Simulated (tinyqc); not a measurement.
Delta-doped HEMT, charge control: two steps of the calculation.

A two-dimensional electron gas of density ns under a barrier. EF and the subbands are counted from the conduction-band edge of the channel at the interface. Two subbands of a triangular well with an infinite wall, parabolic band, no carriers in the barrier.

Values chosen for this exercise; material values close to those of InGaP on GaAs:

| symbol | value | unit | meaning |
|---|---|---|---|
| T | 300 | K | temperature |
| d | 18 | nm | barrier thickness from gate to channel |
| ds | 3.5 | nm | undoped spacer next to the channel |
| me | 0.0668 | m0 | electron mass in the channel |
| ec | 12.6 |  | relative permittivity of the channel |
| ebr | 11.6 |  | relative permittivity of the barrier |
| phiB | 0.978 | eV | barrier height of the gate |
| dEc | 0.126 | eV | conduction-band offset |
| ND | 4.9e12 | cm^-2 | sheet density of the donor plane at ds from the channel |
| eta | 0.6875 |  | share of ns that counts in the confining field |
| Nb | 0 | cm^-2 | depletion charge of the buffer |
| Vg | 0.14 | V | gate voltage |

Constants: q = 1.602176634e-19 C, kB = 1.380649e-23 J/K, hbar = 1.054571817e-34 J s, m0 = 9.1093837015e-31 kg, Vt = kB T/q, eps0 = 8.8541878128e-14 F/cm where lengths are in cm, hbar^2/(2 m0) = 0.0380998212 eV nm^2. Results are converted to the units shown.

Question 1. Barrier and off voltage. Fully depleted barrier with eb = ebr: Vp = q ND (d - ds)/(eps0 eb); donors per area ND; Voff = phiB - dEc - Vp.

Find: Vp; donors per area; eb; Voff.

Answer 1.

Vp = 1.108 V
donors per area = 4.900e12 cm^-2
eb = 11.60
Voff = -0.2563 V

Question 2. New ns. F = q (eta ns + Nb)/(eps0 ec) in eV/nm; E_k = a_k (C F^2/me)^(1/3), a_0 = 2.338107, a_1 = 4.087949, C = hbar^2/(2 m0); D = me m0 q/(pi hbar^2); ns = D Vt [ln(1 + exp((EF - E_0)/Vt)) + ln(1 + exp((EF - E_1)/Vt))], which gives EF = E_0 + Vt ln{2 s/[(1 + u) + sqrt((1 + u)^2 + 4 u s)]} with s = exp(ns/(D Vt)) - 1, u = exp((E_0 - E_1)/Vt). Newton: g = ns + Nb - eps0 eb (Vg - Voff - EF)/(q d), ns(new) = ns - g/(1 + (eps0 eb/(q d)) dEF/dns), the derivative by central differences over +/- 0.01 % of ns.

ns at the start = 8.5e11 cm^-2
eb = 11.6
Voff = -0.25632660 V

Give: E_0; E_1; EF; dEF/dns; ns after iteration 1.

Answer 2.

E_0 = 0.08008 eV
E_1 = 0.1400 eV
EF = 0.09480 eV
dEF/dns = 0.1172 eV per 1e12 cm^-2
ns after iteration 1 = 1.008e12 cm^-2

Program tinyqc, `OMP_NUM_THREADS=1 python tinyqc.py 2180013 2180014 out.jsonl`; Intel Xeon 2.30GHz, shared host, one thread, about 0.01 s.
